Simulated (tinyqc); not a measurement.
Inside a calculation. Model: Keating valence-force model of a tetrahedral crystal. Computed by tinyqc, a small Python program that keeps every step. Command: `OMP_NUM_THREADS=1 python tinyqc.py 3012536 3012537 out.jsonl keating walk`. One thread of a shared host (Intel(R) Xeon(R) Processor @ 2.30GHz), about 0.02 s of CPU time with the checks. Intermediate numbers are printed to about 6 digits and carried at full precision; extremes and crossings named in words are read from the listed rows.

Atom A sits at 0 and atom B at a/4 (1,1,1) of an fcc lattice; the four bonds from A are t = a/4 (1,1,1), a/4 (1,-1,-1), a/4 (-1,1,-1), a/4 (-1,-1,1), of length d = sqrt(3) a/4. Energy: E = (3 alpha/(8 d^2)) sum over bonds (r.r - d^2)^2 + (3 beta/(8 d^2)) sum over pairs of bonds at one atom (r_i.r_j + d^2/3)^2, with beta_A for the six pairs at A and beta_B for the six at B. The cell holds two atoms, Omega = a^3/4. 1 N/m = 1 J/m^2. With constants fitted to the elastic moduli this model puts optical and zone-boundary frequencies of real crystals too high, by up to about 20 % in elemental crystals and up to about 50 % in compounds, and mostly by more for TA modes; in compounds the lattice part of the static dielectric constant then comes out too low.

Inputs (values chosen for the exercise, modelled on cubic silicon carbide):
```
quantity                value      unit
lattice constant a       4.36  angstrom
mass M_A               28.086         u
mass M_B               12.011         u
bond stretching alpha      85       N/m
bond bending beta_A      35.4       N/m
bond bending beta_B      25.6       N/m
Born charge Z*            2.6         e
eps_inf                  6.46         -
mesh divisions n            6         -
temperature T             600         K
```

Structure: zinc blende.

wave vector q (2 pi/a): 0.27  0.16  0.11

Constants: 1 eV/angstrom^2 = 16.02176634 J/m^2; nu for 1 eV/(angstrom^2 u) = 15.6333042 THz; 1 THz = 33.35640952 1/cm; e^2/(4 pi eps_0) = 14.39964548 eV angstrom; u = 1.6605390666e-27 kg; h x 1 THz = 4.135667696 meV; k_B = 8.617333262e-05 eV/K.

## Dynamical matrix at q

With displacements u exp(i q.r), each bracket changes by g.u, where g = (g_A, g_B): bond t, g = (-2 t, 2 t exp(i q.t)); pair (i, j) at A, g = (-(t_i + t_j), t_i exp(i q.t_j) + t_j exp(i q.t_i)); pair at B, g = (-t_i exp(-i q.t_j) - t_j exp(-i q.t_i), t_i + t_j). Then D_mn = sum over the 4 bonds and 12 pairs of (4 k/a^2) conj(g_m) g_n / sqrt(M_m M_n), with k = alpha or beta converted to eV/angstrom^2. Only the short-range forces enter; the Coulomb field of the charges is left out.

D(q) (eV/(angstrom^2 u)), lower triangle (Hermitian):
```
                   A x                A y                A z               B x
A x            1.06213
A y   0.02056-0.00414i            1.03911
A z   0.01446-0.00766i   0.00928-0.00276i            1.03425
B x  -1.36530-0.02762i   0.07469+0.11244i   0.05077+0.16541i           2.51534
B y   0.07469+0.11244i  -1.36530-0.02762i   0.02887+0.29088i  0.06648+0.01340i
B z   0.05077+0.16541i   0.02887+0.29088i  -1.36530-0.02762i  0.04674+0.02478i

                  B y      B z
B y           2.44092
B z  0.03002+0.00891i  2.42521
```

## Frequencies at q

Diagonalise the Hermitian matrix D. An eigenvalue lambda of D in eV/(angstrom^2 u) gives nu = 15.6333042 THz x sqrt(lambda). The weight on A is the sum of |e|^2 over the three components of atom A.

frequencies (THz): 5.2038  5.6507  8.8109  28.3557  28.4356  28.6544

weights on atom A: 0.714340  0.717013  0.747412  0.277776  0.281340  0.262119

The top mode has 26 % of its weight on A, the heavier atom.

## Elastic constants and internal strain

beta = (beta_A + beta_B)/2; C11 = (alpha + 3 beta)/a, C12 = (alpha - beta)/a, C44 = 4 alpha beta/(a (alpha + beta)); with the two sublattices clamped C44(0) = (alpha + beta)/a; internal-strain parameter zeta = (alpha - beta)/(alpha + beta); B = (C11 + 2 C12)/3.

C11 = 404.817 GPa

C12 = 125 GPa

C44 = 205.926 GPa

clamped C44(0) = 264.908 GPa

internal-strain parameter zeta = 0.471861

bulk modulus B = 218.272 GPa

Letting the sublattices shift lowers C44 by 22 %, which is zeta^2. A shear is shared between bond lengths and angles. The model fixes 2 C44 (C11 + C12)/((C11 - C12)(C11 + 3 C12)) = 1.000 whatever alpha and beta are.

## Optical mode at the zone centre

beta = (beta_A + beta_B)/2; mu = M_A M_B/(M_A + M_B); lambda = 4 (alpha + beta)/mu with the springs in eV/angstrom^2; nu = 15.6333042 THz x sqrt(lambda).

reduced mass mu = 8.41312 u

nu_TO at G = 28.9426 THz

the same as a wavenumber = 965.422 1/cm

## LO-TO splitting

The long-range field adds 4 pi Z*^2 (e^2/(4 pi eps_0))/(eps_inf Omega mu) to lambda for the longitudinal mode at q -> 0; lambda = (nu/15.6333042 THz)^2; eps_0 = eps_inf (nu_LO/nu_TO)^2 (Lyddane-Sachs-Teller; here eps_0 is the static dielectric constant).

nu_LO at G = 33.2137 THz

static dielectric constant = 8.50728

The splitting is 14.8 % of nu_TO, and the lattice adds 2.05 to the dielectric constant.

## Frequencies at the zone boundary

The formulas are those given above.

Frequencies (THz) at points given in 2 pi/a:
```
point                 nu 1     nu 2     nu 3     nu 4     nu 5     nu 6
X (1, 0, 0)        13.1112  13.1112  17.5083  25.8025  25.8025  27.6873
L (0.5, 0.5, 0.5)   9.5029   9.5029  17.0987  26.8682  27.3381  27.3381
W (1, 0.5, 0)      13.9177  14.7551  15.8406  24.2229  25.9919  28.7021
K (0.75, 0.75, 0)  12.2224  15.1470  16.3374  24.4158  26.2352  28.5181
```

At X the two longitudinal modes are split (17.51 and 27.69 THz) because each moves one sublattice alone.

## Lowest frequency at X

Take the lowest frequency at X = (1, 0, 0) 2 pi/a, the transverse acoustic (TA) mode.

TA frequency at X = 13.1112 THz

## Transverse acoustic branch against its sound line

The sound line is nu = v q/(2 pi) with v = sqrt(C44/rho), rho = (M_A + M_B)/Omega; the clamped line uses C44(0).

Frequencies (THz) along G-X; columns: (1) q (2 pi/a); (2) lowest branch; (3) sound line, relaxed C44; (4) sound line, clamped C44(0); (5) third-lowest frequency; (6) highest frequency:
```
(1)       (2)      (3)      (4)      (5)      (6)
0.05   0.9175   0.9180   1.0412   1.2862  28.9391
0.15   2.7410   2.7541   3.1237   3.8348  28.9102
0.30   5.4015   5.5082   6.2474   7.5096  28.8064
0.45   7.8901   8.2623   9.3712  10.8651  28.6170
0.60  10.0893  11.0164  12.4949  13.7368  28.3387
0.75  11.8332  13.7705  15.6186  15.9389  28.0107
0.90  12.8956  16.5246  18.7423  17.2461  27.7478
1.00  13.1112  18.3606  20.8248  17.5083  27.6873
```

At small q the branch follows the relaxed line (0.999 of it, against 0.881 of the clamped one): in a long shear wave the sublattices shift against each other. At X it reaches 71 % of the relaxed line. Real tetrahedral semiconductors have flatter TA branches than a Keating model fitted to their elastic constants, which needs longer-ranged terms to mend.

## Thermal sums on a mesh

Mesh: q = sum_i (m_i + 1/2)/n b_i, m_i = 0..n-1, with b = [[-1, 1, 1], [1, -1, 1], [1, 1, -1]] in 2 pi/a; sums over the six modes are averaged over the n^3 points and halved, per atom. With x = h nu/(k_B T) and n = 1/(exp(x) - 1) for each mode: F = k_B T [x/2 + ln(1 - exp(-x))], U = k_B T x (n + 1/2), S/k_B = x n - ln(1 - exp(-x)), C/k_B = x^2 n (n + 1). The acoustic share counts the three lowest modes at each q; zero-point energy = sum h nu/2.

free energy F = 72.6443 meV/atom

entropy S = 2.26736 k_B/atom

heat capacity C = 2.40821 k_B/atom

acoustic share of C = 0.573510

zero-point energy = 121.943 meV/atom

C is 80 % of the classical value; the optical modes are partly excited.

Checks made by the program: slopes of the acoustic branches along [110] against C11, C12 and the relaxed C44 (relative difference 1e-06); zone-centre optical mode against D(q = 0) (relative difference below 1e-10); longitudinal modes at X against the diagonal of D (relative difference below 1e-10).
